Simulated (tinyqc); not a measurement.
Cahn-Hilliard equation on a periodic one-dimensional grid: one step, computed by the program tinyqc. Command: `OMP_NUM_THREADS=1 python tinyqc.py 3027753 3027754 out.jsonl cahn walk`. One thread of a shared host (Intel(R) Xeon(R) Processor @ 2.30GHz), about 0.05 s of CPU time with the checks.

Free energy F = h sum_j [A (c_j^2 - 1)^2/4 + (kappa/2) ((c_(j+1) - c_j)/h)^2]; dc/dt = Lap(mu), mu = A (c^3 - c) - kappa Lap(c), Lap(y)_j = (y_(j+1) - 2 y_j + y_(j-1))/h^2, mobility 1; the grid has n = 16 points.

Problem. The first step. Start: c_j = c0 + amplitude x (z_j - mean of z). c(new) = c + dt Lap(mu).

Inputs (values chosen for the exercise, in reduced units): spacing h = 1.4; well depth A = 0.93; gradient coefficient kappa = 0.94; mean composition c0 = -0.23; noise amplitude = 0.1; time step dt = 0.15.

Scheme: explicit Euler.

random numbers: [-0.940, -0.412, -0.935, 0.537, -0.789, -0.659, -0.255, 0.307, -0.469, -0.450, 0.726, 0.991, 0.764, -0.421, 0.991, -0.992]

Give: c at the start; mu at the start; c after one step; F at the start; F after one step.

Solution.

c at the start: [-0.31146, -0.25866, -0.31096, -0.16376, -0.29636, -0.28336, -0.24296, -0.18676, -0.26436, -0.26246, -0.14486, -0.11836, -0.14106, -0.25956, -0.11836, -0.31666]

mu at the start: [0.23873, 0.27487, 0.16555, 0.28240, 0.18158, 0.22923, 0.20504, 0.23180, 0.19055, 0.17179, 0.17559, 0.13213, 0.17452, 0.10058, 0.27136, 0.16737]

c after one step: [-0.31416, -0.26979, -0.29365, -0.18042, -0.28500, -0.28886, -0.23906, -0.19197, -0.26264, -0.26074, -0.14848, -0.11179, -0.14997, -0.24083, -0.13939, -0.30324]

F at the start = 4.6766

F after one step = 4.6676
